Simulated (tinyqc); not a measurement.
Resistance of a tapered via with liner, size effect and interface: two steps of the calculation.

A round via whose diameter grows from db at the bottom as D(z) = db + 2 z/tan(ang). The fill, of diameter D - 2 tl, starts above the bottom liner (thickness fb tl) and has rho = rho0 (1 + ks lam/(D - 2 tl)); the sidewall liner conducts in parallel with it. The bottom liner and the interface are crossed over the full area pi db^2/4. Spreading in the lines above and below is left out.

Inputs (values chosen for the exercise); fill metal close to tungsten: diameter at the bottom db = 18 nm; height hv = 59 nm; sidewall angle ang = 89 degrees; bulk resistivity of the fill rho0 = 5.25 uohm cm; mean free path of the fill lam = 15.1 nm; size-effect factor ks = 1.4; liner on the sidewall tl = 2.7 nm; liner at the bottom over that on the sidewall fb = 0.7; resistivity of the liner rl = 500 uohm cm; interface resistivity at the bottom ri = 1.6e-12 ohm cm^2; ballistic conductance per area, about 3/(4 rho0 lam) Sb = 9.1e14 S/m^2.

Problem 1. Slices of the via. Slices between z0 = fb tl and hv, evaluated at their midpoints: conductance per length pi/4 [(D - 2 tl)^2/rho + (D^2 - (D - 2 tl)^2)/rl], slice resistance = slice height over that. 9 slices.

Give: z; D; rho; slice resistance.

Solution 1.

```
slice  z (nm)  D (nm)  rho (uohm cm)  slice resistance (ohm)
0      5.0628  18.177         13.936                  6.7061
1      11.408  18.398         13.788                  6.4161
2      17.754  18.620         13.645                  6.1434
3      24.099  18.841         13.507                  5.8868
4      30.445  19.063         13.373                  5.6451
5      36.791  19.284         13.244                  5.4172
6      43.136  19.506         13.118                  5.2021
7      49.482  19.727         12.996                  4.9988
8      55.827  19.949         12.878                  4.8067
```

Problem 2. Total resistance. R_fill = sum of the slices; R_bottom = rl fb tl/(pi db^2/4); R_interface = ri/(pi db^2/4); ballistic (Sharvin) limit 1/(Sb pi (db - 2 tl)^2/4); ideal cylinder rho0 hv/(pi db^2/4).

slice resistance, slice 0 to 8 (ohm): 6.7061279  6.4160754  6.1434071  5.8868122  5.6450979  5.4171769  5.2020571  4.9988315  4.8066698

Give: parts; R; shares; ballistic limit; ideal cylinder.

Solution 2.

parts (ohm): fill 51.22, bottom liner 37.14, interface 0.6288
R = 88.99 ohm
shares (%): fill 57.56, bottom liner 41.73, interface 0.71
ballistic limit = 8.813 ohm
ideal cylinder = 12.17 ohm

The fill is the largest part, and R is 7.31 times the ideal cylinder. With 2000 slices R = 88.992 ohm.

tinyqc, about 0.01 s, one thread, Intel Xeon 2.30GHz (shared host): `OMP_NUM_THREADS=1 python tinyqc.py 2750037 2750038 out.jsonl`
